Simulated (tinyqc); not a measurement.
# Rutherford backscattering from a thin compound film on silicon: kinematics, yields, composition and thickness, step by step

A worked calculation. Computed by tinyqc, a small Python program that keeps every step. Command: `OMP_NUM_THREADS=1 python tinyqc.py 3031776 3031777 out.jsonl rbs walk`. One thread of a shared host (Intel(R) Xeon(R) Processor @ 2.30GHz), about 0.01 s of CPU time with the checks. Intermediate numbers are printed to about 5 digits and carried at full precision; extremes and crossings named in words are read from the listed rows.

Singly charged helium ions (Z1 = 2, M1 = 4.0026 u) enter at the tilt angle a1 to the normal and leave at a2 = |180 - theta - tilt| in the same plane. The film is A B_x.

Inputs (values chosen for the exercise, modelled on a helium beam on NiSi):
```
quantity                                value           unit
beam energy E0                              2            MeV
scattering angle theta                    150        degrees
tilt of the sample                         60        degrees
heavy element: Z_A                         28              -
heavy element: mass M_A                  58.7              u
heavy element: stopping eps_A at 2 MeV   72.1  1e-15 eV cm^2
light element: Z_B                         14              -
light element: mass M_B                 28.09              u
light element: stopping eps_B at 2 MeV   49.5  1e-15 eV cm^2
atoms of B per atom of A, x               1.1              -
atomic density of the film               80.7         1/nm^3
film thickness d                           13             nm
collected charge                           33   microcoulomb
detector solid angle                      1.8            msr
detector resolution (FWHM)                 15            keV
```

Constants: e^2/(4 pi eps_0) = 14.39964548 eV angstrom; e = 1.602176634e-19 C.

## Kinematics

Kinematic factor K = [(sqrt(M^2 - M1^2 sin^2 theta) + M1 cos theta)/(M + M1)]^2. Surface edges lie at K E0; substrate silicon has M = 28.09 u. Mass resolution at M_A = resolution/(E0 dK/dM).

kinematic factors: A 0.77500, B 0.58529, Si 0.58529

surface edges (keV): A 1550.0, B 1170.6, Si 1170.6

mass resolution at M_A = 2.2213 u

K flattens for heavy targets, so masses within 2.2 u of A cannot be told apart.

## Peak widths (surface approximation)

Stopping per atom eps(E) = eps(2 MeV) (E/2 MeV)^(-0.4) (a law chosen for the exercise); Bragg rule eps_film = (eps_A + x eps_B)/(1 + x); areal density N d, with 1/nm^2 = 0.1 x 1e15/cm^2. Width of the signal of element i: [K_i eps(E0)/cos a1 + eps(K_i E0)/cos a2] N d; depth resolution = resolution x d/width of A; energy lost on the way in = eps(E0) N d/cos a1.

areal density N d = 104.91 1e15 atoms/cm^2

film stopping at E0 = 60.262 1e-15 eV cm^2

widths (keV): A 17.883, B 16.445

depth resolution = 10.904 nm

energy lost on the way in = 12.644 keV

The signal of A spans 1.2 resolution widths, so its width measures the thickness. Caution: the silicon signal of the film merges with that of the substrate, so only the width of A can be read directly.

## Yields

Rutherford cross section in the laboratory frame: sigma = (Z1 Z e^2/(4 pi eps_0 4E))^2 (4/sin^4 theta) (r + cos theta)^2/r, r = sqrt(1 - (M1 sin theta/M)^2), times the screening factor 1 - 0.049 Z1 Z^(4/3)/E (E in keV); 1 angstrom^2 = 1e8 barn. Counts = (charge/e) x solid angle x sigma(E_mean) x areal density of the element/cos a1, E_mean = E0 - half the energy lost on the way in; 1 barn = 1e-24 cm^2. The ratio of areas returns x = (Y_B/Y_A)(sigma_A/sigma_B), with the counting error sqrt(1/Y_A + 1/Y_B).

cross sections (barn/sr): A 1.1602, B 0.2829

counts: A 42977, B 11526

ratio of areas Y_B/Y_A = 0.26818

counting error of x without background = 1.0490 %

The cross sections differ by 4.1, near (Z_A/Z_B)^2 = 4.0. The silicon signal of the film runs into that of the substrate and appears as a step, not a peak. Caution: film and substrate silicon overlap, so Y_B must be separated by a fit.

## Surface approximation against the full path

Surface approximation as above. Full path: dE/ds = -eps(E) integrates to E^1.4 = E(start)^1.4 - 1.4 eps(2 MeV) 2000^0.4 s (keV), applied in (s = N d/cos a1), then K, then out (s = N d/cos a2); width = K E0 - exit energy. The last column is the error in thickness if the full width is read with the surface formula.

Widths (keV):
```
d (nm)  A, surface  A, full  B, full  error (%)
5             6.88     6.88     6.33     0.0890
10           13.76    13.78    12.68     0.1785
20           27.51    27.61    25.41     0.3588
50           68.78    69.41    63.96     0.9120
100         137.56   140.14   129.43     1.8768
150         206.34   212.33   196.59     2.9010
200         275.12   286.10   265.66     3.9924
300         412.68   439.17   410.69     6.4177
```

The error grows roughly in proportion to thickness, from 0.09 % to 6.4 %, because the ion slows and the stopping rises along the path. The signals of A and B would overlap once the width of A exceeds the gap between the edges, 379 keV.

Checks made by the program: kinematic factor against energy and momentum conservation (relative difference below 1e-10).
